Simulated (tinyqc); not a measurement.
# Worked calculation: reverse leakage of an n+-p junction: diffusion, generation, trap-assisted and band-to-band tunnelling

Computed by the program tinyqc: `OMP_NUM_THREADS=1 python tinyqc.py 2290012 2290013 out.jsonl`, one thread of a shared Intel Xeon 2.30GHz, about 0.01 s for the whole run. Printed values are rounded; ~0 in a residual or rate marks an entry under 1e-11 of the largest of its column.

One-sided abrupt junction in the depletion approximation, x from the junction (0) to W on the p side, field F = F0 (1 - x/W). Flat quasi-Fermi levels, long p side. Traps generate through SRH with both lifetimes shortened by 1 + Gamma (Hurkx enhancement, form for moderate fields); band-to-band generation is local and needs a total bending above Eg.

Values chosen for this exercise; band and dielectric values close to those of silicon: temperature T = 300 K; band gap Eg = 1.14 eV; relative permittivity eps_r = 11.8; conduction-band density of states at T Nc = 2.8e19 cm^-3; valence-band density of states at T Nv = 2.66e19 cm^-3; acceptor density of the lighter side Na = 2.2e16 cm^-3; donor density of the heavier side Nd = 1e20 cm^-3; SRH lifetime of both carriers at zero field tau = 4e-8 s; trap level above the intrinsic level Et = 0.05 eV; tunnelling mass mt = 0.24 m0; electron diffusion coefficient on the lighter side Dn = 9.9 cm^2/s; band-to-band prefactor Ab = 2.4e14 cm^-0.5 V^-2.5 s^-1; band-to-band field constant Bb = 1.89e7 V/cm; reverse bias VR = 2.7 V.

Constants: q = 1.602176634e-19 C, kB = 1.380649e-23 J/K, hbar = 1.054571817e-34 J s, m0 = 9.1093837015e-31 kg, Vt = kB T/q, eps0 = 8.8541878128e-14 F/cm where lengths are in cm. Results are converted to the units shown.

Range of the model: The n+ side is degenerate, so Vbi from Boltzmann statistics is only a guide.

## Field, scales and diffusion current

ni = sqrt(Nc Nv) exp(-Eg/(2 Vt)), Eg in volts; Vbi = Vt ln(Na Nd/ni^2); W = sqrt(2 eps0 eps_r (Vbi + VR)/(q Na)); F0 = 2 (Vbi + VR)/W; FG = sqrt(24 mt m0 (kB T)^3)/(q hbar); J_diff = q ni^2 sqrt(Dn/tau)(1 - exp(-VR/Vt))/Na.

ni = 7.25172e9 cm^-3
Vbi = 0.989421 V
W = 467.674 nm
F0 = 157.778 kV/cm
FG = 361.390 kV/cm
J_diff = 6.02501e-12 A/cm^2

## Generation rates across the layer

u = (Vbi + VR)(1 - x/W)^2, p = Na exp(-u/Vt), n = Nd exp((u - Vbi - VR)/Vt); G0 = ni^2 (1 - exp(-VR/Vt))/(tau (n + p + 2 ni cosh(Et/Vt))); Gamma = 2 sqrt(3 pi)(F/FG) exp((F/FG)^2); trap-assisted part G0 Gamma; G_bb = Ab F^2.5 exp(-Bb/F) with F in V/cm, zero unless Vbi + VR > Eg. 16 equal steps.

```
point   x (nm)  F (kV/cm)     Gamma  G0 (cm^-3 s^-1)  G0 Gamma (cm^-3 s^-1)  G_bb (cm^-3 s^-1)
0        0.000    157.778   3.24350        1.31469e7              4.26419e7        2.24735e-25
1       29.230    147.916   2.97140       4.14091e14             1.23043e15        6.50663e-29
2       58.459    138.055   2.71407       2.56705e16             6.96715e16        5.95307e-33
3       87.689    128.194   2.47005       2.56706e16             6.34077e16                 ~0
4      116.918    118.333   2.23800       2.56706e16             5.74508e16                 ~0
5      146.148    108.472   2.01667       2.56706e16             5.17691e16                 ~0
6      175.378     98.611   1.80489       2.56706e16             4.63326e16                 ~0
7      204.607     88.750   1.60158       2.56706e16             4.11136e16                 ~0
8      233.837     78.889   1.40572       2.56706e16             3.60858e16                 ~0
9      263.066     69.028   1.21635       2.56706e16             3.12244e16                 ~0
10     292.296     59.167   1.03254       2.56494e16             2.64841e16                 ~0
11     321.526     49.305  0.853432       1.85953e16             1.58698e16                 ~0
12     350.755     39.444  0.678186       4.39165e14             2.97835e14                 ~0
13     379.985     29.583  0.505995       9.02019e12             4.56417e12                 ~0
14     409.214     19.722  0.336077       5.55675e11             1.86749e11                  0
15     438.444      9.861  0.167663       1.04353e11             1.74962e10                  0
16     467.674      0.000         0       5.97584e10                      0                  0
```

## Current components

Each current is q times the trapezoid sum of its rate; J adds J_diff; J_bb under 1e-8 of the sum is given as 0.

J_SRH = 1.17299e-7 A/cm^2
J_TAT = 2.06498e-7 A/cm^2
J_bb = 0 A/cm^2
J = 3.23802e-7 A/cm^2

A fine grid gives J = 3.338e-7 A/cm^2; the coarse sum is 3.0 % below it. On the fine grid the largest part is trap-assisted tunnelling (64.2 %). The simple estimate q ni W/(2 tau cosh(Et/Vt)) is 61 % above the fine-grid J_SRH of 1.195e-7 A/cm^2, since near both edges n or p is large enough to quench generation.
